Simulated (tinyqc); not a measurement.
Inside a calculation: model-solid line-up of a strained alloy layer on a substrate. Values are carried at full precision from step to step, so a last printed digit may differ when a step is redone from the rounded ones.

All values of the alloy are linear in x but the gap, Eg(x) = (1 - x) Eg_A + x Eg_B - C x (1 - x), and the valence edge, Ev(x) = (1 - x) Ev_A + x Ev_B + fv C x (1 - x); Ec = Ev + Eg. Ev is the top of the unstrained valence band on a scale common to all materials. In the layer only the Gamma valley of the conduction band is followed, also where an X or L valley would lie lower.

Parameters, chosen for this exercise (A near GaSb, B near GaAs, substrate near InP; not measured data):
```
symbol  value           unit      meaning
a       (6.092, 5.655)  angstrom  lattice constant of A, B
Eg      (0.821, 1.535)  eV        gap at Gamma to the s-like level of A, B
Dso     (0.755, 0.342)  eV        spin-orbit splitting of A, B
Ev      (-0.03, -0.79)  eV        top of the unstrained valence band of A, B
ac      (-7.48, -7.16)  eV        conduction deformation potential of A, B
av      (0.79, 1.15)    eV        valence hydrostatic potential of A, B
b       (-2, -2.03)     eV        tetragonal shear potential of A, B
d       (-4.64, -4.77)  eV        trigonal shear potential of A, B
C11     (87.9, 122.5)   GPa       of A, B
C12     (40.5, 56.6)    GPa       of A, B
C44     (43.7, 60.6)    GPa       of A, B
C       1.222           eV        bowing of the gap
fv      0.7                       share of the bowing taken by the valence edge
x       0.83                      fraction of B
a_s     5.876           angstrom  substrate
face    111                       growth face
Eg_s    1.412           eV        lowest gap of the substrate
Ev_s    -0.94           eV        substrate valence edge
e14     -0.153          C/m^2     piezoelectric constant of the layer
eps     14.7                      dielectric constant
Lw      14              nm        thickness of the layer
```

## Values of the alloy

Interpolate.

Alloy at x (a in angstrom, C11, C12, C44 in GPa, all else in eV):
```
symbol     value
a         5.7293
Eg        1.2412
Dso       0.4122
Ev       -0.5401
ac       -7.2144
av        1.0888
b        -2.0249
d        -4.7479
C11     116.6180
C12      53.8630
C44      57.7270
```

## Strain on the (111) substrate

Coherent growth on a (111) face: e_par = (a_s - a)/a, e_perp = -(2 C11 + 4 C12 - 4 C44)/(C11 + 2 C12 + 4 C44) e_par; exx = eyy = ezz = (2 e_par + e_perp)/3 and exy = eyz = ezx = (e_perp - e_par)/3.

Use the values of the alloy.

e_par = 0.025607
e_perp = -0.012250

strain tensor in the cubic axes, rows x, y, z and columns alike:
```
[[0.012988, -0.012619, -0.012619],
 [-0.012619, 0.012988, -0.012619],
 [-0.012619, -0.012619, 0.012988]]
```

The layer is under tension in the plane; its volume changes by +3.896 %. Above 2 % only a few nanometres stay coherent, and linear deformation potentials lose accuracy.

## Strained band edges

Strained edges: Ec + ac tr(e); the valence edges are Ev plus the levels of the 6 x 6 matrix of X, Y, Z times spin with -Dso/3 + l exx + m (eyy + ezz) on the diagonal (cyclic), n exy off it, l = av + 2 b, m = av - b, n = sqrt(3) d. Spin-orbit term (Dso/3) L.sigma on X, Y, Z with (L_k)_ij = -i epsilon_kij: <X+|H|Y+> = -i Dso/3, <X+|H|Z-> = Dso/3, <Y+|H|Z-> = -i Dso/3, <Z+|H|X-> = -Dso/3, <Z+|H|Y-> = i Dso/3, <X-|H|Y-> = i Dso/3, and their conjugates; + and - are the spin along z.

Give the hydrostatic shifts, the strain block and the edges.

ac tr(e), av tr(e) (eV): [-0.2811, 0.0424]

strain block (eV), rows X, Y, Z and columns alike:
```
[[0.0424, 0.1038, 0.1038],
 [0.1038, 0.0424, 0.1038],
 [0.1038, 0.1038, 0.0424]]
```

Ec and the three valence edges from the top (eV): [0.4200, -0.3551, -0.6015, -0.9487]

strained gap = 0.7751 eV

Strain moves the gap by -466 meV: -324 meV from the volume and -143 meV from the splitting of the valence edge, which always raises the top.

## Offsets against the substrate material

dEc = Ec(substrate) - Ec(layer), dEv = Ev(layer) - Ev(substrate); positive values confine the carrier in the layer. Type I: both of one sign; type II: opposite signs; type III: the gaps do not overlap.

Give also the smallest gap across the interface, min Ec - max Ev.

dEc = 0.0520 eV
dEv = 0.5849 eV

type: I

smallest gap = 0.7751 eV

Both carriers collect in the layer; the conduction band takes 8 % of the gap difference.

## Piezoelectric polarisation

P_x = 2 e14 eyz and cyclic. The field along the normal n of the (111) face is -P.n/(eps eps0) in a layer between thick unstrained barriers, eps0 = 8.8541878e-12 F/m; 1 kV/cm = 1e5 V/m.

P (C/m^2): [0.003861, 0.003861, 0.003861]

P.n = 0.006688 C/m^2
field along n = -513.9 kV/cm
potential drop across the layer = 719.4 mV

The drop of 719 meV tilts both band edges, pulls electrons and holes to opposite faces and lowers the transition; a (001) layer has no shear and no such field.

Computed by tinyqc, a small Python program: `OMP_NUM_THREADS=1 python tinyqc.py 1051351 1051352 out.jsonl` (the numbers bound the seed that draws the inputs); one thread of a shared host (Intel(R) Xeon(R) Processor @ 2.30GHz), about 0.01 s for the whole set of steps.
